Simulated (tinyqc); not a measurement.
Inside a calculation. Model: read current of a NAND string, cells in series solved by shooting.

Numbers from tinyqc (`OMP_NUM_THREADS=1 python tinyqc.py 2142009 2142010 out.jsonl`; about 0.5 s on one thread of a shared Intel Xeon 2.30GHz). Printed values are rounded.

Cells in series, numbered from 0 at the source line (0 V) to the bit line, each followed by a gap resistance Rg. A cell with gate Vg, threshold VT, source Vs and drain Vd passes I = 2 nf K Vt^2 [F(Vs) - F(Vd)]/(1 + th max(Vg - VT, 0)), F(V) = ln^2(1 + exp((Vg - VT - nf V)/(2 nf Vt))). The selected cell has Vg = Vr, the others Vg = Vp.

Inputs (values chosen for the exercise); values of the order met in vertical NAND strings: temperature T = 300 K; gain factor of a cell K = 18 uA/V^2; slope factor nf = 1.7; mobility reduction factor th = 0.1 1/V; resistance of the gap between cells Rg = 3.4 kohm; bit-line voltage Vbl = 0.3 V; pass voltage Vp = 7.9 V; read voltage on the selected word line Vr = 3.51 V.

Constants: q = 1.602176634e-19 C, kB = 1.380649e-23 J/K, Vt = kB T/q. Results are converted to the units shown.

## Step 1: node voltages for a trial current

first trial current = 1.8 uA
thresholds from the source end, cell 0 to 3 (V): [-0.6, 1.6, 4.5, -0.6]

For a trial current I start at 0 V and, cell by cell (the selected one is cell 1), solve for the drain: sqrt(F(Vd)) = sqrt(F(Vs) - I/k), k = 2 nf K Vt^2/(1 + th max(Vg - VT, 0)), Vd = [Vg - VT - 2 nf Vt ln(exp(sqrt F) - 1)]/nf, then add I Rg.

node voltage after each cell and gap, trial 1, cell 0 to 3 (V): [0.02793228, 0.09998179, 0.1480505, 0.1766514]

## Step 2: node voltages for a trial current

second trial current = 2.8 uA

As before.

node voltage after each cell and gap, trial 2, cell 0 to 3 (V): [0.04349162, 0.1591291, 0.2365064, 0.2816972]

## Course of the secant iteration

Secant steps on the end voltage less Vbl, from the two trials; a trial above the saturation current of a cell has no solution and is moved halfway to the previous trial. Stop below 1e-9 V.

Course of the iteration:
```
iteration    I (uA)  end voltage - Vbl (V)  halvings
1          2.974237                5.96e-4         0
2          2.968739               -2.91e-6         0
3          2.968765              -4.62e-10         0
```

Converged in 3 iterations to I = 2.9688 uA. The selected cell takes 37.7 % of the bit-line voltage and the gaps together 13.5 %.
